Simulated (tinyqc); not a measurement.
Chemical vapour deposition: Grove model, boundary layer, depletion and step coverage: one step, computed by the program tinyqc.

A precursor diffuses to the surface and reacts there at first order; each molecule that reacts adds one formula unit of film.

Task: Step coverage in a trench. In a long trench of width w and depth l = aspect ratio x w: Knudsen diffusivity D_K = (2w) c/3 (hydraulic diameter 2w), combined as 1/D_e = 1/D_K + 1/D; D_e d2C/dz2 = 2 k_s C/w with D_e dC/dz = -k_s C at the floor. With m = sqrt(2 k_s/(w D_e)): C(floor)/C(top) = 1/[cosh(m l) + (k_s/(D_e m)) sinh(m l)].

Inputs (values chosen for the exercise, close to those used for epitaxial silicon from a chlorosilane): temperature T = 1180 C; trench width w = 0.17 um; aspect ratio of the trench = 16.

Reactor: horizontal, reduced pressure.

mean speed c = 55192.71 cm/s

gas diffusivity D = 160.9430 cm^2/s

surface rate constant k_s = 1.163366 cm/s

Give: Knudsen diffusivity D_K; effective diffusivity D_e; modulus m l; step coverage.

Result:

Knudsen diffusivity D_K = 0.6255 cm^2/s

effective diffusivity D_e = 0.6231 cm^2/s

modulus m l = 0.1275

step coverage = 0.9914

Caution: the hydraulic-diameter form of D_K is rough for a slit.
